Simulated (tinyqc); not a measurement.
Molecular dynamics of a small cluster by velocity Verlet steps: one step, computed by the program tinyqc. Command: `OMP_NUM_THREADS=1 python tinyqc.py 3031288 3031289 out.jsonl verlet walk`. One thread of a shared host (Intel(R) Xeon(R) Processor @ 2.30GHz), about 0.3 s of CPU time with the checks.

E = sum_i {sum_j A exp(-p (r_ij/r0 - 1)) - xi sqrt(rho_i)}, rho_i = sum_j exp(-2 q (r_ij/r0 - 1)); the force on i is -sum_j w_ij (R_i - R_j)/r_ij with w_ij = -(2p/r0) A exp(-p (r_ij/r0 - 1)) + (xi q/r0) exp(-2 q (r_ij/r0 - 1)) (rho_i^(-1/2) + rho_j^(-1/2)).

Question. State at the start. Velocity Verlet: a = c F/M with c = 9.648533212e-3 angstrom/fs^2 per eV/(angstrom u); R(new) = R + v dt + a dt^2/2; v(new) = v + (a + a(new)) dt/2. Kinetic energy K = M v^2/(2c); temperature T = 2K/((3N - 3) k_B), rotation of the cluster included.

Inputs (values chosen for the exercise, for model atoms): length r0 = 2.99 angstrom; repulsion A = 0.16 eV; hopping xi = 2.19 eV; decay p = 9.59; decay q = 2.43; atomic mass M = 182 u; time step dt = 4.1 fs.

Potential: Gupta. Thermostat: none.

starting positions (angstrom), rows atom 1, atom 2, atom 3, atom 4, atom 5, columns x, y, z:
$$\begin{pmatrix}
0.06 & 0.03 & -0.04 \\
2.78 & 0.02 & 0.03 \\
1.45 & 2.39 & -0.03 \\
1.43 & 0.85 & 2.24 \\
1.38 & 0.73 & -2.25
\end{pmatrix}$$

starting velocities (angstrom/fs), rows atom 1, atom 2, atom 3, atom 4, atom 5, columns x, y, z:
$$\begin{pmatrix}
0.00075 & -0.0011 & -0.00018 \\
-0.00053 & 0.00202 & -0.00058 \\
0.00061 & 9e-05 & -1e-05 \\
6e-05 & -0.0001 & -4e-05 \\
-0.00089 & -0.0009 & 0.00081
\end{pmatrix}$$

Constants: 1 eV/(angstrom u) = 9.648533212e-03 angstrom/fs^2; k_B = 8.617333262e-05 eV/K.

Give: forces; potential energy; kinetic energy; temperature.

Answer.

forces (eV/angstrom), rows atom 1, atom 2, atom 3, atom 4, atom 5, columns x, y, z:
$$\begin{pmatrix}
-0.3114 & -0.1219 & 0.3741 \\
0.2489 & -0.1494 & -0.1187 \\
-0.0405 & 0.1461 & -0.0683 \\
-0.1048 & -0.0098 & -0.3238 \\
0.2077 & 0.1351 & 0.1368
\end{pmatrix}$$

potential energy = -19.04 eV

kinetic energy = 0.08636 eV

temperature = 167.0 K
